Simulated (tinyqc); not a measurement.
Solid solubility of a dopant against its melt (retrograde solidus), clustering and the electrically active fraction. Changing the interaction L of the melt. Computed by tinyqc, a small Python program. Command: `OMP_NUM_THREADS=1 python tinyqc.py 3013676 3013677 out.jsonl retro sweep`. One thread of a shared host (Intel(R) Xeon(R) Processor @ 2.30GHz), about 0.02 s of CPU time with the checks.

Inputs (values chosen for the exercise, for a model dopant):
```
quantity,value,unit
melting point of the host T_m,1687,K
heat of melting of the host H_f,50.2,kJ/mol
enthalpy of transfer from melt to solid H,0.844,eV
entropy of transfer S,-2.11,k_B
site density N0,5e+22,1/cm^3
temperature T,1490,K
```

Constants: R = 8.314462618 J/(mol K); k_B = 8.617333262e-05 eV/K; e = 1.602176634e-19 C; N_A = 6.02214076e+23 1/mol.

Method. x_l and x_s are atom fractions of the dopant in melt and solid; the solid is dilute. Liquidus of the host: R T ln(1 - x_l) + L x_l^2 = -H_f (1 - T/T_m). Distribution: k = x_s/x_l = exp[L (1 - x_l)^2/(R T)] exp(S/k_B - H/(k_B T)), the first factor being the activity coefficient in the melt. Solubility = x_s N0; at T_m x_l = 0. The largest x_s N0 between 900 K and T_m. For an ideal melt with constant heats the maximum has x_l = H_f/(H + H_f), H in the same units.

One run for each value:
```
interaction L of the melt (kJ/mol),x_l,distribution coefficient k,solubility (1/cm^3),temperature of the maximum (K)
-25.00,0.27460,5.8576e-05,8.0423e+17,1425.7
-19.70,0.28870,7.5767e-05,1.0937e+18,1435.8
-14.40,0.30557,9.6706e-05,1.4775e+18,1447.4
-9.14,0.32613,1.2117e-04,1.9758e+18,1460.5
-3.86,0.35241,1.4864e-04,2.6191e+18,1475.4
1.43,0.38770,1.7688e-04,3.4289e+18,1492.1
12.00,0.52106,2.1154e-04,5.5112e+18,1531.6
```

Give the missing row, interaction L of the melt (kJ/mol) = 6.71.

Computed row; columns: (1) interaction L of the melt (kJ/mol); (2) x_l; (3) distribution coefficient k; (4) solubility (1/cm^3); (5) temperature of the maximum (K):
```
(1)       (2)         (3)         (4)     (5)
6.71  0.43865  2.0092e-04  4.4066e+18  1510.8
```

Interpolating between the two neighbouring rows (linearly) misses most in x_l, by 3.6 %. Over the rows, x_l rises from 0.275 to 0.521; distribution coefficient k rises from 5.86e-5 to 2.12e-4; solubility (1/cm^3) rises from 8.04e17 to 5.51e18. A melt that binds the dopant (L < 0) lowers its activity and so the solubility in the solid.

Extremes, crossings and ranges named in words are read from the listed rows.
